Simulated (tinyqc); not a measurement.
X-ray reflectivity of a thin film on silicon: critical angles, Parratt recursion, fringes and roughness. From contrast back to roughness of the surface sigma_1. Computed by tinyqc, a small Python program. Command: `OMP_NUM_THREADS=1 python tinyqc.py 3121167 3121168 out.jsonl xrr inv`. One thread of a shared host (Intel(R) Xeon(R) Processor @ 2.30GHz), about 0.01 s of CPU time with the checks.

n = 1 - delta + i beta; the classical electron radius is r_e = 2.8179403e-6 nm. Layer 0 is vacuum, 1 the film, 2 the substrate.

Inputs (values chosen for the exercise, modelled on tungsten on silicon, copper K-alpha radiation):

| quantity | value | unit |
|---|---|---|
| wavelength lambda | 0.15406 | nm |
| film density rho | 19.3 | g/cm^3 |
| effective electrons per unit mass, film | 0.4 | mol/g |
| beta/delta, film | 0.091 | - |
| film thickness d | 54.3 | nm |
| roughness of the interface sigma_2 | 0.78 | nm |
| substrate density | 2.33 | g/cm^3 |
| effective electrons per unit mass, substrate | 0.507 | mol/g |
| beta/delta, substrate | 0.023 | - |
| grazing angle theta | 0.949 | degrees |

Constants: N_A = 6.02214076e+23 1/mol.

Method:
- delta = r_e lambda^2 rho_e/(2 pi), rho_e = density x electrons per mass x N_A; critical angle sqrt(2 delta), q_c = 4 sqrt(pi r_e rho_e).
- k_j = (2 pi/lambda) sqrt(sin^2 theta - 2 delta_j + 2 i beta_j); r_ij = (k_i - k_j)/(k_i + k_j) x exp(-2 k_i k_j sigma^2) (Nevot-Croce); r = (r_01 + r_12 p)/(1 + r_01 r_12 p), p = exp(2 i k_1 d); R = |r|^2.
- Far above the critical angle the period is d theta = lambda/(2 d), or 2 pi/d in q; the envelope runs between (|r_01| - |r_12 p|)^2 and (|r_01| + |r_12 p|)^2; contrast = 2 a b/(a^2 + b^2) with a = |r_01|, b = |r_12 p|; roughness factors on the amplitudes are about exp(-q^2 sigma^2/2).

Question. A run gave the result below. Find the roughness of the surface sigma_1, known to lie between 0.79 and 1.6 nm.

contrast = 0.5319014

Answer.

Each step takes the trial c = (a f_b - b f_a)/(f_b - f_a), f being the result less the target and a, b, c the logarithms of the listed values; c replaces end b, the old b replaces a if the sign of f changed, and otherwise f_a is halved.

Scan of the range:

| roughness of the surface sigma_1 (nm) | contrast |
|---|---|
| 0.790 | 0.382468 |
| 0.889 | 0.427337 |
| 1.000 | 0.489593 |
| 1.120 | 0.572984 |
| 1.260 | 0.691638 |
| 1.420 | 0.843834 |
| 1.600 | 0.979813 |

False position (Illinois rule, in the logarithm of the input) inside the bracket:

| step | end a | end b | trial | contrast |
|---|---|---|---|---|
| 1 | 1.00000 | 1.12000 | 1.05918 | 0.528545 |
| 2 | 1.12000 | 1.05918 | 1.06366 | 0.531662 |
| 3 | 1.12000 | 1.06366 | 1.06429 | 0.532105 |
| 4 | 1.06366 | 1.06429 | 1.06400 | 0.531901 |
| 5 | 1.06429 | 1.06400 | 1.06400 | 0.531901 |

Contrast rises at every point of a 13-point scan of the range (every second point is shown), so one value fits; it is bracketed by 1.00 and 1.12. Answer: roughness of the surface sigma_1 = 1.064 nm.
